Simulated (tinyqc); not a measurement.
# Worked calculation: metal-interlayer-semiconductor contact, depinning against tunnelling resistance

tinyqc, about 0.02 s, one thread, Intel Xeon 2.30GHz (shared host): `OMP_NUM_THREADS=1 python tinyqc.py 2270096 2270097 out.jsonl` Printed values are rounded.

Zero bias, n-type semiconductor. Gap states at the semiconductor surface thin out as exp(-be ti), which unpins the barrier; electrons must then cross the interlayer (a rectangular barrier, no voltage drop across it) and the parabolic depleted layer, both by WKB. Energies E are counted from the Fermi level; no image force, parabolic bands.

Parameters, values chosen for the exercise; semiconductor values close to those of gallium nitride; interlayer mass of the order of that in titanium dioxide, offset chosen freely: temperature T = 300 K; band gap Eg = 3.33 eV; relative permittivity eps_r = 9.27; electron affinity chi = 4.22 eV; conduction-band density of states at T Nc = 2.3e18 cm^-3; tunnelling mass in the semiconductor mt = 0.195 m0; Richardson mass mA = 0.204 m0; donor density Nd = 5.5e19 cm^-3; charge-neutrality level above the valence band E0 = 2.3 eV; pinning factor without interlayer S0 = 0.58; metal work function phiM = 4.59 eV; interlayer thickness ti = 1 nm; conduction-band offset of the interlayer above the semiconductor dE = 0.09 eV; tunnelling mass in the interlayer mi = 0.31 m0; decay constant of gap states through the interlayer be = 3.8 1/nm.

Constants: q = 1.602176634e-19 C, kB = 1.380649e-23 J/K, eps0 = 8.8541878128e-12 F/m, hbar = 1.054571817e-34 J s, h = 6.62607015e-34 J s, m0 = 9.1093837015e-31 kg, Vt = kB T/q, hbar^2/(2 m0) = 0.0380998212 eV nm^2. Results are converted to the units shown.

## Pinning, barrier and scales

S = 1/(1 + (1/S0 - 1) exp(-be ti)); phiB = S (phiM - chi) + (1 - S)(Eg - E0); xi = Ec - EF deep inside, from Nd = Nc F(-xi/Vt), F(x) = (2/sqrt(pi)) int_0^infinity sqrt(u) du/(1 + exp(u - x)); band bending U = phiB - xi; E00 = (hbar/2) sqrt(Nd/(eps0 eps_r mt m0)) in volts; A = 4 pi q mA m0 kB^2/h^3.

S = 0.984059
phiB = 0.380521 eV
xi = -0.257270 eV
U = 0.637791 eV
E00 = 0.102412 eV
A = 24.5153 A/(cm^2 K^2)

The interlayer moves the barrier from 0.647 eV to 0.381 eV; the unpinned limit is phiM - chi = 0.370 eV. E00/Vt = 3.96: by the usual rule of thumb (0.5 to 5) thermionic-field emission.

## Exponents and integrand on an energy grid

E, point 0 to 13 (eV): [-0.25, -0.20615, -0.16231, -0.11846, -0.07462, -0.03077, 0.01308, 0.05692, 0.10077, 0.14462, 0.18846, 0.23231, 0.27615, 0.32]

With U = phiB - xi: for xi < E < phiB, y = (E - xi)/U and G1 = (U/E00) [sqrt(1 - y) - y ln((1 + sqrt(1 - y))/sqrt(y))], G1 = 0 above phiB; G2 = 2 ti sqrt(mi max(phiB + dE - E, 0)/C), C = hbar^2/(2 m0); f = 1/(1 + exp(E/Vt)); integrand exp(-G1 - G2) f.

```
point       G1       G2           f  integrand (1e-3)
0      5.98429  4.84254    0.999937           0.01986
1      5.00733  4.69287    0.999656           0.06125
2      4.25633  4.53830    0.998127           0.15126
3      3.61615  4.37825    0.989872           0.33393
4      3.05373  4.21215    0.947172           0.66206
5      2.55253  4.03919    0.766783           1.05177
6      2.10322  3.85849    0.376142           0.96875
7      1.69992  3.66894   0.0995922           0.46405
8      1.33858  3.46900   0.0198801           0.16237
9      1.01693  3.25681  0.00370577           0.05162
10     0.73385  3.02985  6.81891e-4           0.01582
11     0.48919  2.78439  1.25115e-4           0.00474
12     0.28454  2.51516  2.29548e-5           0.00140
13     0.12376  2.21334  4.20954e-6           0.00041
```

## Contact resistivity

1/rho_c = (A T^2/Vt^2) I, with I the trapezoid sum of the integrand over the grid.

I = 1.72718e-4 eV
rho_c = 1.7538e-6 ohm cm^2

A fine grid from xi upwards gives rho_c = 1.751e-6 ohm cm^2; the coarse value is 0.14 % above it. The integrand peaks at E = -0.013 eV, and 0.0016 % of the current flows above phiB. Tunnelling through the interlayer costs a factor of 57.0 at this barrier height; the bare contact (ti = 0) has rho_c = 2.76e-7 ohm cm^2, so with the interlayer rho_c is 6.34 times that.
